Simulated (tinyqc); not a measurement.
Square on-chip spiral inductor, lumped pi model: effect of the substrate resistivity.

Outer diameter do = di + 2 n wd + 2 (n - 1) sp, mean da = (do + di)/2, fill p = (do - di)/(do + di), length l = 4 n da. L = 2.34 mu0 n^2 da/(1 + 2.75 p), mu0 = 4 pi 1e-7 H/m. Rs = rho l/(wd delta (1 - exp(-th/delta))), delta = sqrt(rho/(pi f mu0)). Cs = n wd^2 eps0 eo/hu across the coil. At each end Cox = l wd eps0 eo/(2 ho) leads to the substrate branch Rsi = 2 rs he/(l wd) in parallel with Csi = l wd eps0 11.7/(2 he). With one end grounded Y = 1/(Rs + i w L) + i w Cs + 1/[1/(i w Cox) + 1/(1/Rsi + i w Csi)], w = 2 pi f; Q = -Im Y/Re Y. Eddy currents in neighbouring turns and in the substrate are left out.

Peak Q and its frequency from a search over f; self-resonance where Im Y = 0; Q at the given f (negative beyond resonance).

Values chosen for this exercise; values of the order met in silicon radio-frequency processes: number of turns n = 4.5; line width wd = 20 um; space between turns sp = 3 um; inner diameter di = 140 um; metal thickness th = 2 um; metal resistivity rho = 3 uohm cm; oxide below the coil ho = 3.2 um; oxide between coil and underpass hu = 1.3 um; relative permittivity of the oxide eo = 3; effective spreading depth in the substrate he = 30 um; frequency f = 1 GHz.

Constants: eps0 = 8.8541878128e-12 F/m. Results are converted to the units shown.

The same in every row: L (nH) = 6.663; do (um) = 341.0.

Results:
```
rs (ohm cm)  peak Q  f of the peak (GHz)  self-resonance (GHz)  Q at f
0.1           9.804                1.632                 3.095   8.192
1             9.205                1.480                 3.099   8.092
3             8.451                1.309                 3.137   7.883
30            6.530               0.9872                 4.796   6.529
100           7.552                1.423                 5.130   7.074
1000          12.83                2.413                 5.165   8.582
10000         14.53                2.674                 5.165   8.798
```

Estimate the missing row, rs = 10 ohm cm.

Computed row:
```
rs (ohm cm)  peak Q  f of the peak (GHz)  self-resonance (GHz)  Q at f
10            7.343                1.093                 3.565   7.280
```

With this row back in the table: As rs goes from 0.1 to 10000, L stays at 6.66 nH, the peak Q goes from 9.80 through a minimum of 6.53 (at rs = 30 among the rows listed) to 14.5, its frequency goes from 1.63 through a minimum of 0.987 (at rs = 30 among the rows listed) to 2.67 GHz and the self-resonance rises from 3.09 to 5.17 GHz. In this model both a very low and a very high resistivity dissipate little: the first shorts the branch to a pure Cox, the second blocks the current. For rs = 0.1, 1 eddy currents in the substrate, left out, would lower Q markedly.

Program tinyqc, `OMP_NUM_THREADS=1 python tinyqc.py 2302124 2302125 out.jsonl`; Intel Xeon 2.30GHz, shared host, one thread, about 0.01 s.
